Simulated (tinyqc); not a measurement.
Inside a calculation: smearing for a one-band metal on the fcc lattice. Values are carried at full precision from step to step, so a last printed digit may differ when a step is redone from the rounded ones.

Lattice vectors (units of a): a1 = (0, 1/2, 1/2), a2 = (1/2, 0, 1/2), a3 = (1/2, 1/2, 0). E(k) = -t A_1(k) - t2 A_2(k), A_m the sum of cos(k . R) over the 12 nearest and 6 second lattice vectors. Mesh k = sum (j_i/N) b_i, j_i = 0 .. N-1.

Inputs chosen for the exercise: t = 1.06 eV (nearest hopping); t2 = -0.13 eV (second hopping); N = 4 (unshifted mesh); ne = 0.6 (electrons per cell); sigma = 0.53 eV (width).

## Levels on the mesh

Evaluate the band and collect equal energies with their counts.

Distinct levels:
```
E_k (eV)  points
-11.9400       1
-6.3600        8
-3.9800        6
-0.7800        4
-0.2600       12
2.1200        24
4.5000         6
5.0200         3
```

8 distinct levels; the mean spacing is 2.423 eV.

## Fermi level with Gaussian smearing

With x = (E_k - mu)/sigma: Gaussian f = erfc(x)/2, s = exp(-x^2)/(2 sqrt(pi)). With weights w = points/N^d (d the dimension), mu solves 2 sum w f = ne; E = 2 sum w f E_k, S = 2 sum w s, F = E - sigma S.

Weights w = points/total. Bisection from the lowest and highest level; ten steps are shown.

Bisection:
```
step  low (eV)  high (eV)  mu (eV)  electrons
1     -11.9400     5.0200  -3.4600     0.4533
2      -3.4600     5.0200   0.7800     0.9678
3      -3.4600     0.7800  -1.3400     0.4779
4      -1.3400     0.7800  -0.2800     0.7619
5      -1.3400    -0.2800  -0.8100     0.5539
6      -0.8100    -0.2800  -0.5450     0.6444
7      -0.8100    -0.5450  -0.6775     0.5945
8      -0.6775    -0.5450  -0.6112     0.6183
9      -0.6775    -0.6112  -0.6444     0.6061
10     -0.6775    -0.6444  -0.6609     0.6002
```

## Occupations and energies

Converge mu, then list x, f and s of each level and form the sums.

mu = -0.6615 eV

x, f and s of each level:
```
E_k (eV)       x       f       s
-11.9400  -21.28  1.0000  0.0000
-6.3600   -10.75  1.0000  0.0000
-3.9800    -6.26  1.0000  0.0000
-0.7800    -0.22  0.6240  0.2683
-0.2600     0.76  0.1420  0.1589
2.1200      5.25  0.0000  0.0000
4.5000      9.74  0.0000  0.0000
5.0200     10.72  0.0000  0.0000
```

E = -2.7841 eV
S = 0.0931
F = -2.8334 eV
(E + F)/2 = -2.8087 eV

Levels with f between 0.001 and 0.999: 2. (E + F)/2 removes the term in sigma^2 for this scheme. That argument needs a smooth density of states, and the number of distinct levels within 2 sigma of mu is only 2, so it may fail on this mesh.

## Checks

- The slope dF/d sigma by finite differences against -S: both -0.093130.
- The slope dF/d ne by finite differences against mu (eV): both -0.66154.

(tinyqc, `OMP_NUM_THREADS=1 python tinyqc.py 1681282 1681283 out.jsonl`, Intel(R) Xeon(R) Processor @ 2.30GHz, 1 thread, shared host, about 0.2 s.)
